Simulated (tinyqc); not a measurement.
Worked calculation: phonon-assisted absorption at an indirect gap. Values are carried at full precision from step to step, so a last printed digit may differ when a step is redone from the rounded ones.

alpha(E) = sum_j A_j [N_j (E - Eg + w_j)^2 + (N_j + 1)(E - Eg - w_j)^2], each bracket counted only where its base is positive; N_j = 1/(exp(w_j/kB T) - 1). The first term absorbs a phonon and the second emits one; excitons and direct transitions are left out.

Constants: kB = 8.617333262e-05 eV/K.

Inputs chosen for the exercise (loosely those of SiC at room temperature; Eg is not tied to T; not measured data):
```
symbol  value         unit         meaning
Eg      3.181         eV           indirect gap, held fixed unless listed
w       (68.7, 45.7)  meV          two zone-edge phonons
A       (2700, 740)   1/(cm eV^2)  their strengths
T       500           K
E       3.546         eV           photon energy
nr      2.82                       refractive index
d       3.6           micrometre   thickness
xj      0.33          micrometre   dead layer at the surface
W       4.5           micrometre   depleted width
L       2.3           micrometre   minority diffusion length below it
```

## The four branches at one energy

Evaluate the occupations and each term.

N_j: 0.2547  0.5296

terms with phonon absorption (1/cm): 129.4  66.10

terms with phonon emission (1/cm): 297.4  115.4

alpha = 608.3 1/cm
wavelength hc/E (hc = 1239.841984 eV nm) = 349.6 nm

Phonon absorption supplies 32.1 % of alpha; the depth 1/alpha is 16.4 micrometre.

## What a slab does with it

Slab of thickness d in air, incoherent passes: R = ((nr - 1)/(nr + 1))^2, x = exp(-alpha d); transmitted Tr = (1 - R)^2 x/(1 - R^2 x^2), reflected Rt = R + (1 - R)^2 R x^2/(1 - R^2 x^2), absorbed Ab = (1 - R)(1 - x)/(1 - R x).

d in cm is 1e-4 times the value in micrometres.

R = 0.2270
x = 0.8033
Tr = 0.4965
Rt = 0.3175
Ab = 0.1859

A single pass would absorb (1 - R)(1 - x) = 0.1520; the back face adds 0.0339.

## Quantum efficiency of a diode

Photodiode (Gaertner form with a dead layer): QE = (1 - R) exp(-alpha xj) [1 - exp(-alpha W)/(1 + alpha L)], R = ((nr - 1)/(nr + 1))^2; responsivity = QE/E in A/W for E in eV.

Evaluate the factors; 1 micrometre = 1e-4 cm.

passes the dead layer = 0.9801
collected share = 0.3328
QE = 0.2522
responsivity = 0.0711 A/W

Without diffusion from below the collected share would be 0.2395.

## Checks

- Tr + Rt + Ab against 1: both 1.000000.

Program tinyqc; command `OMP_NUM_THREADS=1 python tinyqc.py 1680553 1680554 out.jsonl`; about 0.01 s on one thread of a shared Intel(R) Xeon(R) Processor @ 2.30GHz.
